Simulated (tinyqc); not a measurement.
Froehlich polaron in a polar crystal. Changing the static dielectric constant eps_s. Computed by tinyqc, a small Python program. Command: `OMP_NUM_THREADS=1 python tinyqc.py 3031988 3031989 out.jsonl frohlich sweep`. One thread of a shared host (Intel(R) Xeon(R) Processor @ 2.30GHz), about 0.1 s of CPU time with the checks.

One electron in a parabolic band of mass m*, coupled to dispersionless LO phonons in the continuum model. Energies are in units of hbar omega unless marked, wave numbers in k_0 = sqrt(2 m* omega/hbar).

Inputs (values chosen for the exercise, modelled on silicon carbide):
```
quantity                     value  unit
band mass m*                  0.37   m_0
LO phonon energy hbar omega    118   meV
eps_inf                       6.65     -
temperature T                   77     K
```

Constants: hbar^2/(2 m_0) = 3.80998212 eV angstrom^2; e^2/(4 pi eps_0) = 14.39964548 eV angstrom; k_B = 8.617333262e-05 eV/K; hbar = 6.582119569e-16 eV s; e = 1.602176634e-19 C; m_0 = 9.1093837015e-31 kg.

Method:
- 1/eps* = 1/eps_inf - 1/eps_s; k_0 = sqrt(2 m* omega/hbar) = sqrt(m* hbar omega / (hbar^2/(2 m_0))) with m* in m_0; alpha = (e^2/(4 pi eps_0)) k_0/(2 eps* hbar omega); polaron length 1/k_0.
- Feynman's bound: E(v, w) = 3 (v - w)^2/(4 v) - (alpha v/sqrt(pi)) int_0^infinity e^-u D(u)^(-1/2) du, D = w^2 u + ((v^2 - w^2)/v)(1 - e^(-v u)); integrals by 80 Gauss-Legendre points in s from 0 to 1 with u = 40 s^2.
- Minimise over v > w > 0 (simplex search); mass m_p/m* = 1 + (alpha v^3/(3 sqrt(pi))) int u^2 e^-u D^(-3/2) du.
- Scattering by absorption of an LO phonon: 1/tau = 2 alpha omega n, n = 1/(exp(hbar omega/(k_B T)) - 1); mu = e tau/m*, the weak-coupling result for k_B T well below hbar omega.

One run for each value:
```
static dielectric constant eps_s  coupling constant alpha  polaron energy, Feynman (meV)  mobility (cm^2/(V s))    eps*
7.18                                              0.07250                          -8.56             9.6699e+09  90.089
11.50                                             0.41423                         -49.13             1.6925e+09  15.768
18.60                                             0.63104                         -75.06             1.1110e+09  10.351
29.90                                             0.76375                         -91.01             9.1795e+08   8.552
48.00                                             0.84612                        -100.93             8.2858e+08   7.719
77.20                                             0.89759                        -107.15             7.8107e+08   7.277
124.00                                            0.92952                        -111.01             7.5424e+08   7.027
200.00                                            0.94954                        -113.43             7.3834e+08   6.879
```

Describe and explain the trends.

Over the rows, coupling constant alpha rises from 0.0725 to 0.950 (exponent d ln y / d ln x 3.7 between the first rows and 0.045 between the last); polaron energy, Feynman (meV) falls from -8.56 to -113 (exponent d ln y / d ln x 3.7 between the first rows and 0.045 between the last); mobility (cm^2/(V s)) falls from 9.67e9 to 7.38e8 (exponent d ln y / d ln x -3.7 between the first rows and -0.045 between the last). eps* falls towards eps_inf = 6.65, so alpha saturates however large eps_s becomes.

Caution (all rows): LO phonons are so rare at this T that impurities and acoustic phonons, left out here, limit the real mobility.
